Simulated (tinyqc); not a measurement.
Ionisation and resistivity against doping: donors with valley-orbit split 1s states.

Each donor binds at most one electron, in any of its states. For a site s, W_s = sum over its states of g exp(E/kT), and the ionised share is 1/(1 + W_s exp(eta)), eta = (EF - Ec)/kT; n = Nc F_1/2(eta); neutrality n + NA = ND x (mean ionised share); holes are neglected. Nc from N = 2 (m kB T/(4 pi c))^(3/2) with c = hbar^2/2m0, in 1/angstrom^3; times 1e24 for 1/cm^3, m = md. F_j(eta) = (1/Gamma(j + 1)) integral_0^infinity x^j dx/(1 + exp(x - eta)), which tends to exp(eta) for eta << 0.

Mobility (Caughey-Thomas form): mu = mu0 + (mu1 (T/300)^(-ga) - mu0)/(1 + ((ND + NA)/Nr)^de); rho = 1/(e n mu), e = 1.602176634e-19 C.

Constants: hbar^2/2m0 = 3.80998211 eV angstrom^2; kB = 8.617333262e-05 eV/K.

Values chosen for the exercise (near those of Sb in Si; not measured data): md = 1.055 m0 (density-of-states mass of the conduction band); E = (43, 32.9, 31) meV (binding energies of 1s(A1), 1s(T2), 1s(E)); g = (2, 6, 4) (their degeneracies with spin); T = 300 K; mu0 = 64 cm^2/(V s) (mobility at heavy doping); mu1 = 1461 cm^2/(V s) (mobility at light doping and 300 K); Nr = 1.1e+17 1/cm^3 (reference doping); de = 0.72 (doping exponent); ga = 2.3 (temperature exponent).

NA = 0.

Results:

| ND (1/cm^3) | n (1/cm^3) | n/ND | mu (cm^2/(V s)) | rho (ohm cm) | rho at full ionisation |
|---|---|---|---|---|---|
| 1.0e+14 | 1.00e+14 | 1.000 | 1452 | 43.0 | 43.0 |
| 1.0e+15 | 9.98e+14 | 0.998 | 1415 | 4.42 | 4.41 |
| 1.0e+16 | 9.84e+15 | 0.984 | 1250 | 0.507 | 0.499 |
| 3.0e+16 | 2.86e+16 | 0.955 | 1067 | 0.204 | 0.195 |
| 1.0e+17 | 8.73e+16 | 0.873 | 786 | 0.0909 | 0.0794 |
| 3.0e+17 | 2.20e+17 | 0.732 | 521 | 0.0546 | 0.0400 |
| 1.0e+18 | 5.30e+17 | 0.530 | 301 | 0.0392 | 0.0208 |
| 2.0e+18 | 8.33e+17 | 0.416 | 218 | 0.0344 | 0.0143 |

From 1e16 to 1e18 1/cm^3 rho falls by a factor 13, not 100: the mobility takes a factor 4.16 and incomplete ionisation 1.86. n/ND is below 0.9 from 1e+17 1/cm^3 on. From a few times 1e18 1/cm^3 on, depending on the dopant, the levels merge with the band, and already below that screening lowers the binding energy, so the last rows understate n.

Computed by tinyqc, a small Python program: `OMP_NUM_THREADS=1 python tinyqc.py 1652726 1652727 out.jsonl` (the numbers bound the seed that draws the inputs); one thread of a shared host (Intel(R) Xeon(R) Processor @ 2.30GHz), about 0.01 s for the whole set of steps.
